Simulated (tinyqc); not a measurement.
One gate, two gates and a surrounding gate.

Below threshold the potential that source and drain add obeys Laplace's equation, vanishes on the gates and decays along the channel as exp(-k y). The same ts (depleted depth over a conducting body, body thickness or wire diameter), ti and permittivities in three geometries; k is the smallest positive root of: one gate, f(k) = eps_r sin(k ti) cos(k ts) + ei cos(k ti) sin(k ts); two gates, f(k) = ei cos(k ti) cos(k ts/2) - eps_r sin(k ti) sin(k ts/2); wire, f(k) = ei J0(u)[J1(u) Y0(v) - Y1(u) J0(v)] - eps_r J1(u)[J0(u) Y0(v) - Y0(u) J0(v)], u = k ts/2, v = u + k ti. Parabolic estimates of l: sqrt((eps_r/ei) ts ti); sqrt((eps_r/(2 ei)) ts ti (1 + ei ts/(4 eps_r ti))); sqrt([2 eps_r ts^2 ln(1 + 2 ti/ts) + ei ts^2]/(16 ei)), in the same order.

Parameters, values chosen for the exercise; permittivities: semiconductor close to that of gallium nitride, insulator close to that of silicon nitride: relative permittivity of the semiconductor eps_r = 9.36; relative permittivity of the insulator ei = 7.5; insulator thickness ti = 2.9 nm; body thickness ts = 5.7 nm.

Scale lengths (nm):
```
                                 Lambda = pi/k  l = 1/k  l(parabolic)
one gate over a conducting body         8.8610   2.8205        4.5420
two gates                               12.371   3.9377        3.7916
wire                                    7.9729   2.5379        2.3639
```

What does the comparison show?

The wire has the shortest scale length, 0.645 times that of the double gate; the single gate over a conducting body has 0.716 times it, its layer ending directly on a conductor where the double gate has a second insulator. The parabolic estimates are 61 % above, 3.7 % below and 6.9 % below the exact l, in the order of the rows.

Numbers from tinyqc (`OMP_NUM_THREADS=1 python tinyqc.py 2420126 2420127 out.jsonl`; about 0.01 s on one thread of a shared Intel Xeon 2.30GHz).
